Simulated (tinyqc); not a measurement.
Chemical vapour deposition: Grove model, boundary layer, depletion and step coverage: one step, computed by the program tinyqc.

A precursor diffuses to the surface and reacts there at first order; each molecule that reacts adds one formula unit of film.

Problem. Step coverage in a trench. In a long trench of width w and depth l = aspect ratio x w: Knudsen diffusivity D_K = (2w) c/3 (hydraulic diameter 2w), combined as 1/D_e = 1/D_K + 1/D; D_e d2C/dz2 = 2 k_s C/w with D_e dC/dz = -k_s C at the floor. With m = sqrt(2 k_s/(w D_e)): C(floor)/C(top) = 1/[cosh(m l) + (k_s/(D_e m)) sinh(m l)].

Inputs (values chosen for the exercise, close to those used for tungsten from its fluoride): temperature T = 500 C; trench width w = 0.7 um; aspect ratio of the trench = 5.9.

Reactor: horizontal, reduced pressure.

mean speed c = 23437.48 cm/s

gas diffusivity D = 90.64902 cm^2/s

surface rate constant k_s = 2.708132 cm/s

Give: Knudsen diffusivity D_K; effective diffusivity D_e; modulus m l; step coverage.

Solution.

Knudsen diffusivity D_K = 1.0937 cm^2/s

effective diffusivity D_e = 1.0807 cm^2/s

modulus m l = 0.11051

step coverage = 0.99290

Caution: the hydraulic-diameter form of D_K is rough for a slit.
